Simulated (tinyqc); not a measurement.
Non-radiative capture by multiphonon emission, one effective mode: one step, computed by the program tinyqc.

The initial state (free carrier plus empty centre) lies dE above the final state; both have the same frequency and are displaced by dQ.

Question. Scaled coefficient, cross-section and lifetime. Sommerfeld factor of an attractive centre: s(k) = 2 pi nu/(1 - exp(-2 pi nu)), nu = sqrt(Ry*/E), Ry* = Ry m/eps^2, averaged over (2/sqrt(pi)) sqrt(x) exp(-x) dx with x = E/k_B T = t^2 (trapezoid, t to 6 in steps of 0.01). C = s C_0; v = sqrt(3 k_B T/m); sigma = C/v; tau = 1/(C N_t).

Inputs (values chosen for the exercise, with mass, screening and phonons like those of ZnSe):
```
quantity                 value   unit
carrier mass m           0.772    m_0
dielectric constant eps    9.2      -
temperature T              500      K
defect density N_t       2e+14  cm^-3
```

Centre: attractive.

C_0 = 1.897293e-08 cm^3/s

Constants: Ry = 13.605693123 eV; k_B = 8.617333262e-05 eV/K; k_B = 1.380649e-23 J/K; m_0 = 9.1093837015e-31 kg.

Give: Sommerfeld factor s; capture coefficient C; thermal velocity v; cross-section sigma; capture time.

Answer.

Sommerfeld factor s = 12.04

capture coefficient C = 2.284e-07 cm^3/s

thermal velocity v = 1.716e+07 cm/s

cross-section sigma = 1.331e-14 cm^2

capture time = 2.189e-08 s

Caution: the effective Bohr radius is under 10 angstrom, so the effective-mass Sommerfeld factor is rough.
